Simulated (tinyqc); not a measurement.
Inside a calculation: quantum-confined Stark effect in a modulator well. Values are carried at full precision from step to step, so a last printed digit may differ when a step is redone from the rounded ones.

Constants: hbar^2/2m0 = 3.80998211 eV angstrom^2; e^2/(4 pi eps0) = 14.39964547 eV angstrom; hc = 1239.841984 eV nm.

Parameters, chosen for this exercise (near those of an InGaAs well in InAlAs; shifted at random, so the results belong to these values and not to a real crystal):
```
symbol  value   unit      meaning
L       126     angstrom  well width
me      0.0427  m0        electron, well
mh      0.375   m0        heavy hole along z, well
F       136     kV/cm     field
Vc      0.543   eV        conduction offset
Vv      0.21    eV        heavy-hole offset
meb     0.0726  m0        electron, barrier
mhb     0.417   m0        heavy hole, barrier
Eg      0.763   eV        gap of the well
mp      0.113   m0        heavy hole in the plane
eps     13.7              dielectric constant
dE      37      meV       operating point below the zero-field line
G       10      meV       half width of the exciton line
```

## Estimate for hard walls

Second order: each level moves by -C m (e F)^2 L^4/(2c), C = (15/pi^2 - 1)/(24 pi^2), c = hbar^2/2m0, 1 kV/cm = 1e-5 eV/angstrom. It holds while e F L is no more than about twice 3 c pi^2/(m L^2).

Estimate:
```
carrier,shift (meV),e F L over the level spacing
electron,-5.73,1.03
heavy hole,-50.35,9.04
```

The hole, 8.8 times heavier, carries 90 % of the estimated shift; for it the ratio exceeds 3, so second order overstates its shift, by 13 % at a ratio of 3 and 60 % at 8.

## Levels and envelopes

Envelopes on cells of 0.5 angstrom over the well |z| < L/2 and 45 angstrom of barrier on each side, psi = 0 beyond, psi'/m continuous (mean mass between points), c = hbar^2/2m0. The electron sees + e F z and the hole - e F z, each with its offset in the barriers; 1 kV/cm = 1e-5 eV/angstrom. Light holes, band mixing and escape by tunnelling are left out.

Ground levels, squared overlap and separation <z>_h - <z>_e without and with the field.

Results:
```
F (kV/cm),E_e (meV),E_h (meV),overlap^2,separation (angstrom)
0,34.70,5.06,0.988,0.0
136,21.09,-33.96,0.153,59.3
```

The electron level moves by -13.61 meV (2.4 times the hard-wall estimate, since it leaks into the barriers and sees a wider well) and the hole level by -39.02 meV (0.78 times). For the hole, saturation lowers the shift and leakage raises it, so a ratio near 1 is a coincidence.

## Exciton

Exciton: in-plane function exp(-rho/lam), 1/mu = 1/me + 1/mp, E(lam) = c/(mu lam^2) - (q/eps) times the integral over k of Fm(k)(1 + (k lam/2)^2)^(-3/2), Fm(k) the double integral of psi_e^2 psi_h^2 exp(-k |z - z'|), q = e^2/(4 pi eps0); binding Eb = -E at the minimum. Line at Eg + E_e + E_h - Eb, strength proportional to overlap^2/lam^2.

Minimise over lam without and with the field.

Results:
```
F (kV/cm),lam (angstrom),Eb (meV),line (eV),nm,overlap^2/lam^2 (1e-4/angstrom^2)
0,182.2,5.40,0.7974,1554.9,0.2978
136,229.3,4.10,0.7460,1661.9,0.0291
```

The weaker binding gives back 1.30 meV of the red shift, leaving 51.3 meV; the strength falls to 10 %.

## Contrast at the operating point

With a Gaussian line of half width G, the absorption at E_op = line(0) - dE is proportional to strength x exp(-ln2 ((E_op - line)/G)^2); continuum absorption is left out. Give it at both fields, relative to the zero-field peak.

E_op = 0.7604 eV
wavelength = 1630.6 nm

absorption without and with the field: 7.6e-05  0.024

The field changes the absorption by +0.02 of the zero-field peak. With dE above 2G the Gaussian tail at zero field is weak; real tails fall only exponentially and absorb more.

## Checks

- Zero-field levels against the matching condition of the square well, meV: largest difference 8.1e-04.
- Slope d(E_e + E_h)/dF against minus the separation (Hellmann-Feynman), angstrom: both -59.3.

(tinyqc, `OMP_NUM_THREADS=1 python tinyqc.py 1251074 1251075 out.jsonl`, Intel(R) Xeon(R) Processor @ 2.30GHz, 1 thread, shared host, about 0.2 s.)
